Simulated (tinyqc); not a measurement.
Growth of a silicide layer between metal and silicon: linear-parabolic kinetics, ramp anneals and Kissinger analysis: one step, computed by the program tinyqc. Command: `OMP_NUM_THREADS=1 python tinyqc.py 3027893 3027894 out.jsonl silicide walk`. One thread of a shared host (Intel(R) Xeon(R) Processor @ 2.30GHz), about 0.1 s of CPU time with the checks.

One compound layer of thickness x grows by diffusion through itself and reaction at an interface, dx/dt = 1/(2x/K + 1/v), until the metal is used up at x = a h.

Problem. Geometry at full reaction. Silicon consumed b h, sheet resistance rho/(final thickness) with 1 micro-ohm cm/nm = 10 ohm; margin to the junction x_j - b h.

Inputs (values chosen for the exercise, modelled on CoSi):
```
quantity                                value          unit
metal thickness h                          56            nm
silicon consumed per metal thickness b   1.82             -
silicide resistivity                      130  micro-ohm cm
junction depth x_j                         26            nm
```

final thickness = 113.12 nm

Give: silicon consumed; sheet resistance; margin to the junction.

Solution.

silicon consumed = 101.92 nm

sheet resistance = 11.49 ohm/square

margin to the junction = -75.92 nm

The silicide would punch through the junction.
